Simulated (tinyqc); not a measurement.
Worked calculation: Tersoff bond-order potential. Computed by tinyqc, a small Python program that keeps every step. Command: `OMP_NUM_THREADS=1 python tinyqc.py 3019532 3019533 out.jsonl tersoff walk`. One thread of a shared host (Intel(R) Xeon(R) Processor @ 2.30GHz), about 0.01 s of CPU time with the checks. Intermediate numbers are printed to about 7 digits and carried at full precision; extremes and crossings named in words are read from the listed rows.

E = (1/2) sum_(i, j != i) [A exp(-lambda r_ij) - b_ij B exp(-mu r_ij)], b_ij = (1 + (beta zeta_ij)^n)^(-1/(2n)), zeta_ij = sum_(k != i, j) g(theta_ijk), g = 1 + c^2/d^2 - c^2/(d^2 + (h - cos theta)^2), with theta at atom i. Only nearest neighbours count (cut-off function 1 for them, 0 beyond).

Inputs (values chosen for the exercise, modelled on carbon):
```
quantity                  value        unit
A                        1389.4          eV
B                        340.66          eV
lambda                   3.4879  1/angstrom
mu                       2.2119  1/angstrom
beta                   1.66e-07           -
n                        0.7327           -
c                         37350           -
d                         4.373           -
h                       -0.5538           -
bond length r_12            1.6    angstrom
bond length r_13            1.5    angstrom
angle theta at atom 1      87.4     degrees
```

Constants: 1 eV/angstrom^3 = 160.2176634 GPa.

## An open trimer

Atom 1 binds atoms 2 and 3, which do not interact. b_12 = b_13 follow from zeta = g(theta); b_21 = b_31 = 1. E = sum over the two bonds of A exp(-lambda r) - (b + 1)/2 B exp(-mu r).

g(theta) = 1344238

bond order b_12 = 0.8218074

repulsive terms (eV): 5.238249  7.424440

attractive terms B exp(-mu r) (eV): 9.89317  12.34233

energy of the trimer = -7.591714 eV

g is least (g = 1) at cos theta = h, 123.6 degrees, wider than the tetrahedral 109.47.

## The diamond lattice

zeta = 3 g(cos theta = -1/3). With z equal bonds of order b, r = ln(lambda A/(mu b B))/(lambda - mu) and E per atom = -(z/2) b B exp(-mu r)(1 - mu/lambda). a0 = 4 r/sqrt3; B0 = phi''(r)/(3 a0) with phi'' = mu (lambda - mu) b B exp(-mu r), since b does not change under uniform scaling.

zeta = 554843.3

bond order b = 0.8961888

bond length = 1.544510 angstrom

energy per atom of the diamond lattice = -7.334264 eV

lattice constant a0 = 3.566893 angstrom

bulk modulus B0 = 423.5992 GPa

## Elastic constants of the diamond lattice

Second derivatives of the energy per atom, volume V = a0^3/8: e_xx gives C11; e_xx = -e_yy gives 2 (C11 - C12); e_xy = e_yx = s/2 with a sublattice shift u_z gives C44 = (E_ss - E_su^2/E_uu)/V and Kleinman's parameter |E_su/E_uu|/(a0/4).

C11 = 1097.849 GPa

C12 = 86.47434 GPa

C44 = 641.9749 GPa

Kleinman's parameter = 0.2022929

## Unrelaxed vacancy

Each of the four neighbours loses one bond; its three other bonds now have zeta = 2 g, for the direction that starts at it. E_v = -E + 12 x (1/2)(b(3g) - b(2g)) B exp(-mu r), where -E is the pair-like cost.

b(2g) = 0.9202863

unrelaxed vacancy energy E_v = 5.717067 eV

Stronger back bonds return 1.617 eV, so E_v is 78 % of the cohesive energy.

## Energy against coordination

Angles seen from one bond (cos theta: count): chain -1: 1; graphitic -1/2: 2; diamond -1/3: 3; square net 0: 2, -1: 1; simple cubic 0: 4, -1: 1; bcc 1/3: 3, -1/3: 3, -1: 1; fcc 1/2: 4, 0: 2, -1/2: 4, -1: 1.

Relaxed structures:
```
structure      z          zeta         b  r (angstrom)  E per atom (eV)  E per bond (eV)
dimer          1             0  1.000000      1.458613        -2.474063        -4.948126
chain          2  7.516659e+05  0.874262      1.563923        -3.427046        -3.427046
graphitic      3  2.208165e+04  0.988951      1.467321        -7.200157        -4.800105
diamond        4  5.548433e+05  0.896189      1.544510        -7.334264        -3.667132
square net     4  3.054643e+06  0.723151      1.712639        -4.080165        -2.040083
simple cubic   6  5.357621e+06  0.641256      1.806831        -4.406458        -1.468819
bcc            8  9.957130e+06  0.543276      1.936778        -3.734117        -0.933529
fcc           12  1.911374e+07  0.439999      2.102016        -3.147607        -0.524601
```

The lowest are diamond, graphitic and simple cubic, the first two 0.134 eV apart. The bond order falls from 1 to 0.440 and the bond weakens from -4.95 to -0.52 eV, as b^(lambda/(lambda - mu)) with exponent 2.73. With the same z = 4 the square net lies 3.25 eV above diamond, from its angles alone. Caution: in bcc and other dense structures second neighbours can fall inside the usual cut-off; they are left out here.

Checks made by the program: (C11 + 2 C12)/3 against B0 (relative difference 3e-10).
